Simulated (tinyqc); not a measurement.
# Thin-film transistor with exponential tail and deep states, accumulation layer: effect of the total density of tail states

An undoped film in accumulation, thicker than the space-charge layer. With band bending psi the Fermi level lies E0 - psi below the band edge. Free electrons n = n0 exp(psi/Vt) carry the current; electrons in two exponential distributions of traps, a = a0 exp(psi/Va) and d = d0 exp(psi/Vp), do not. Linear regime, ohmic contacts, traps in equilibrium.

Va = kB Tt/q, Vp = kB Td/q; n0 = Nc exp(-E0/Vt), a0 = Nt th(T/Tt) exp(-E0/Va), d0 = Nd th(T/Td) exp(-E0/Vp), th(x) = pi x/sin(pi x). G(psi) = sum over the three kinds of c0 [V (exp(psi/V) - 1) - psi], field F = sqrt(2 q G/(eps0 eps_r)); Vg = psi + eps0 eps_r F/Ci at the surface. Total charge Q = Ci (Vg - psi_s); free charge Qf = q times the integral of n0 (exp(psi/Vt) - 1)/F over psi from 0 to psi_s; I = (W/L) mb Qf Vd; effective mobility mb Qf/Q.

Values chosen for this exercise; values close to those of an organic semiconductor: temperature T = 290 K; relative permittivity of the semiconductor eps_r = 3.2; density of extended states Nc = 8.3e19 cm^-3; band mobility mb = 3.2 cm^2/(V s); characteristic temperature of the tail Tt = 500 K; total density of deep states Nd = 3.9e17 cm^-3; characteristic temperature of the deep states Td = 1200 K; bulk Fermi level below the band edge E0 = 0.42 eV; gate capacitance Ci = 12 nF/cm^2; ratio W/L WL = 5; drain voltage Vd = 0.05 V; gate voltage above flat band Vg = 28 V.

Constants: q = 1.602176634e-19 C, kB = 1.380649e-23 J/K, Vt = kB T/q, eps0 = 8.8541878128e-14 F/cm where lengths are in cm. Results are converted to the units shown.

Results:
```
Nt (cm^-3),E0 - psi_s (eV),Q (nC/cm^2),free share (%),effective mobility (cm^2/(V s)),I (nA)
2.6e18,0.01741,331.2,74.32,2.378,196.9
5.9e18,0.02130,331.2,60.84,1.947,161.2
1.4e19,0.03026,331.3,39.88,1.276,105.7
3.1e19,0.04618,331.5,19.94,0.6381,52.89
1.7e20,0.1059,332.2,1.747,0.05590,4.643
3.8e20,0.1393,332.6,0.4599,0.01472,1.224
```

Estimate the missing row, Nt = 7.2e19 cm^-3.

Computed row:
```
Nt (cm^-3),E0 - psi_s (eV),Q (nC/cm^2),free share (%),effective mobility (cm^2/(V s)),I (nA)
7.2e19,0.07255,331.8,6.708,0.2147,17.81
```

With this row back in the table: As Nt goes from 2.6e18 to 3.8e20 cm^-3, the free share falls from 74.3 to 0.460 %, the distance of the Fermi level from the edge rises from 0.0174 to 0.139 eV and the current falls from 197 to 1.22 nA. Q varies by only 0.44 %: the gate sets the charge, the traps decide how much of it moves. For Nt = 2.6e18 to 3.1e19 cm^-3 the surface Fermi level is within 2 Vt of the band edge, where the exponential forms fail. For Nt = 2.6e18 to 7.2e19 cm^-3 the th form, which assumes a Fermi level far below the edge, overcounts the filled tail at the surface by more than 15 %.

Program tinyqc, `OMP_NUM_THREADS=1 python tinyqc.py 2610110 2610111 out.jsonl`; Intel Xeon 2.30GHz, shared host, one thread, about 0.02 s.
